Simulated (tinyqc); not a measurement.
# Which input was changed?

Model: kinetics of strain relaxation and threading dislocations in mismatched semiconductor layers. Computed by tinyqc, a small Python program. Command: `OMP_NUM_THREADS=1 python tinyqc.py 3024139 3024140 out.jsonl threading which`. One thread of a shared host (Intel(R) Xeon(R) Processor @ 2.30GHz), about 0.04 s of CPU time with the checks.

60-degree dislocations on {111} planes of a (001) layer, isotropic elasticity. The Schmid factor is 1/sqrt(6), and a misfit segment relieves strain with b/2.

Inputs (values chosen for the exercise, modelled on Si(0.8)Ge(0.2) on Si): misfit f = 0.00834; shear modulus G = 63.6 GPa; Poisson ratio nu = 0.27; Burgers vector b = 3.88 angstrom; glide activation energy Q = 2.17 eV; velocity prefactor v0 = 30000 m/s per MPa; layer thickness h = 140 nm; anneal temperature T = 862 K; anneal time t = 2800 s; initial thread density rho_0 = 1.6e+06 1/cm^2; multiplication constant delta = 6400 1/m; grading rate (misfit per thickness) R_f = 0.003 1/micrometre; growth temperature of the buffer T_g = 857 K; growth rate R_g = 0.17 nm/s.

Sources: fixed density of threads.

Constants: k_B = 8.617333262e-05 eV/K.

Method:
- Excess resolved stress tau = (1/sqrt 6) [2 G (1 + nu)/(1 - nu)] (e - e_eq), e_eq = b (1 - nu/4) [ln(h/b) + 1]/(4 pi (1 + nu) h), the Matthews-Blakeslee strain of an uncapped layer; glide velocity v = v0 tau exp(-Q/(k_B T)), tau in MPa.
- Threads run in two directions, so de/dt = -(b/4) rho v, with rho fixed. With x = e - e_eq, x0 = f - e_eq (fully strained at t = 0) and v = m S x (m the mobility, S x = tau): x = x0 exp(-t/t_r), t_r = 4/(b rho_0 m S).
- The half time is that at which x = x0/2.
- In steady grading, strain is fed at R_f R_g and relieved at (b/4) rho v. As a glide-limited estimate, the driving stress is taken as the mean stress of the strained top zone, whose depth z solves R_f z/2 = e_eq(z), with strain R_f z at the surface; tau_g = S R_f z/2 is its mean; then rho = 4 R_f R_g/(b m tau_g), m = v0 exp(-Q/(k_B T_g)), S = (1/sqrt 6) 2 G (1 + nu)/(1 - nu), e_eq(z) = b (1 - nu/4) [ln(z/b) + 1]/(4 pi (1 + nu) z).

Question. One of these inputs alone was changed, within the range given: shear modulus G (31.8 to 127.2); glide activation energy Q (1.085 to 4.34); anneal temperature T (431 to 1724); growth temperature of the buffer T_g (428.5 to 1714). Which one, and to what value?

Results:
```
run     thread density of the buffer (1/cm^2)  strain left e  excess stress tau (MPa)
before                           2.175483e+06    0.001757514                 652.6827
after                            1.896340e+09    0.008319165                 652.6827
```

Answer.

Each candidate set to reproduce thread density of the buffer, and what it then gives:
```
candidate                                 range searched  value needed  strain left e  excess stress tau (MPa)
shear modulus G (GPa)                      31.8 to 127.2  out of reach              -                        -
glide activation energy Q (eV)             1.085 to 4.34         2.670      0.0083192                   652.68
anneal temperature T (K)                     431 to 1724     no effect              -                        -
growth temperature of the buffer T_g (K)   428.5 to 1714         696.5      0.0017575                   652.68
```

Only glide activation energy Q fits every result: it went from 2.17 to 2.67 eV. The next best candidate, growth temperature of the buffer T_g, misses one result by 79 %.

Caution: blocking of threads by crossing misfit lines, left out here, leaves real layers with more strain. Caution: at such densities threads react with each other and new ones nucleate, so the glide-limited estimate fails.
